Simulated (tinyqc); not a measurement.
## Effect of surface-potential fluctuations

The band bending varies over the area as a Gaussian of deviation ss (in units of Vt), so Gp/w = q Dit times the Gaussian mean of ln(1 + y^2)/(2 y), y = x exp(-u), u of deviation ss, x = w tau at the mean bending. Listed: the x of the peak, its height over q Dit, the Dit that the rule Gp/w = 0.40237 q Dit would give, and Gp/w at five times the peak frequency over the peak.

Inputs (values chosen for the exercise):
- Dit = 1.3e12 cm^-2 eV^-1 (interface trap density)

Constants: q = 1.602176634e-19 C. Results are converted to the units shown.

Effect of surface-potential fluctuations:

| ss | x at the peak | height/(q Dit) | peak Gp/w (nF/cm^2) | apparent Dit (cm^-2 eV^-1) | ratio at 5 f_peak |
|---|---|---|---|---|---|
| 0 | 1.980 | 0.4024 | 83.81 | 1.300e12 | 0.5767 |
| 0.36 | 2.035 | 0.3881 | 80.83 | 1.254e12 | 0.5939 |
| 0.71 | 2.139 | 0.3561 | 74.17 | 1.151e12 | 0.6400 |
| 1.07 | 2.240 | 0.3187 | 66.37 | 1.030e12 | 0.7001 |
| 1.43 | 2.325 | 0.2835 | 59.05 | 9.160e11 | 0.7566 |
| 1.79 | 2.393 | 0.2528 | 52.65 | 8.167e11 | 0.8032 |
| 2.14 | 2.445 | 0.2273 | 47.34 | 7.343e11 | 0.8391 |
| 2.5 | 2.489 | 0.2050 | 42.71 | 6.625e11 | 0.8679 |

The height falls from 0.402 to 0.205 and the ratio at five times the peak frequency rises from 0.577 to 0.868: the peak grows lower and wider, as patches with different time constants add. The uncorrected rule understates Dit by a factor of 1.96 in the last row; the width ratio gives ss and so the correction.

Program tinyqc, `OMP_NUM_THREADS=1 python tinyqc.py 2030018 2030019 out.jsonl`; Intel Xeon 2.30GHz, shared host, one thread, about 0.01 s.
